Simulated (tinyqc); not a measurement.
What moves the results: Franz-Keldysh effect at a direct gap. A value that a table varies takes the place of the one given here.

Parabolic bands, vertical transitions, no excitons. For each hole band j: mr = me mj/(me + mj); joint density of states J_j(E) = (mr/c)^(3/2) sqrt(E - Eg)/(2 pi^2), both spins, c = hbar^2/2m0; averaged matrix element |e.p|^2 = m0 Ep/6; alpha_j(E) = 4 pi^2 alpha_f c Ep J_j/(3 nr E) in 1/angstrom (alpha_f the fine-structure constant, listed as alpha among the constants), times 1e8 for 1/cm.

In a field Fd (1 kV/cm = 1e-5 V/angstrom) the electro-optic energy of band j is th = (c (e Fd)^2/mr)^(1/3), and sqrt(E - Eg) in J_j is replaced by pi sqrt(th) [Ai'(b)^2 - b Ai(b)^2] with b = (Eg - E)/th; Ai is the Airy function.

Constants: hbar^2/2m0 = 3.80998211 eV angstrom^2; fine-structure constant alpha = 0.007297352564.

Values chosen for the exercise (near those of InP; the results hold for these values, not for the real material):
```
symbol  value   unit   meaning
Eg      1.348   eV     direct gap
me      0.0803  m0     electron mass
mhh     0.613   m0     heavy-hole mass
mlh     0.0882  m0     light-hole mass
Ep      20.9    eV     Kane energy
nr      3.35           refractive index
Fd      92      kV/cm  uniform field
det     25      meV    detuning below the gap
```

## Spectrum around the gap

Absorption (1/cm):
```
E - Eg (eV)  alpha(0)   alpha(F)  change
-0.0892             0      2.877       3
-0.0714             0      12.16      12
-0.0535             0      47.24      47
-0.0357             0      163.1     163
-0.0178             0      498.0     498
0.0000              0       1299    1299
0.0178           4182       2846   -1336
0.0357           5847       5137    -710
0.0535           7066       7444     378
0.0714           8060       8741     681
0.0892           8898       8936      38
0.1070           9626       9288    -337
0.1427          10850  1.098e+04     132
0.1784          11848  1.193e+04      80
```

What can be read from the table?

At the gap alpha(F) = 1299 1/cm; 71.4 meV below it 12.2 1/cm remain, the tail falling as exp(-(4/3) b^(3/2)). Among the energies listed the largest rise is 1299 1/cm at E - Eg = 0.0 meV and the largest fall -1336 1/cm at 17.8 meV. It changes sign between 0.0 and 17.8 meV, between 35.7 and 53.5 meV, between 89.2 and 107.0 meV and between 107.0 and 142.7 meV; th is 35.7 meV for heavy holes and 42.5 meV for light holes.

## Tail absorption against field

At E = Eg - det; the field takes the values listed. The last column is the length for 10 dB of loss.

Results:
```
Fd (kV/cm)  th heavy (meV)  b heavy  alpha (1/cm)  length (micrometre)
10                    8.13    3.076         0.220             1.05e+05
20                   12.90    1.938          8.43             2.73e+03
40                   20.48    1.221          71.5                  322
60                   26.83    0.932           165                  139
100                  37.72    0.663           362                 63.7
150                  49.43    0.506           581                 39.6
250                  69.48    0.360           931                 24.7
400                  95.05    0.263      1.32e+03                 17.4
```

How do the results move?

alpha grows by 2.9 decades from 10 to 60 kV/cm and by a factor 1.42 over the last step, where the field grows by 1.6: the exponent (4/3) b^(3/2) goes as 1/Fd, so the gain is steep only while b > 1 (deep in the tail the light-hole pair, with its smaller b, carries most of it), that is up to 40 kV/cm of those listed. Values below about 10 1/cm lie under the Urbach and exciton tails of a real crystal, left out here.

## What moves the tail

At E = Eg - det. Each row changes one parameter from the base and keeps the others.

Results:
```
case             th heavy (meV)  alpha (1/cm)
base                     35.679         323.4
Fd = 120 kV/cm           42.594         453.4
det = 35 meV             35.679         170.9
me = 0.0923 m0           34.256         350.4
mlh = 0.1147 m0          35.679         336.9
Ep = 23 eV               35.679         355.8
nr = 3.52                35.679         307.7
```

How do the results move?

The largest shifts from the base row, up to three for each result and ties (the steps differ in size, so this ranks the rows, not the parameters). th heavy (meV): Fd +6.914, me -1.423; unchanged at the printed digits by det, mlh, Ep and nr. alpha (1/cm): det -153, Fd +130, Ep +32.5.

(tinyqc, `OMP_NUM_THREADS=1 python tinyqc.py 1680547 1680548 out.jsonl`, Intel(R) Xeon(R) Processor @ 2.30GHz, 1 thread, shared host, about 0.01 s.)
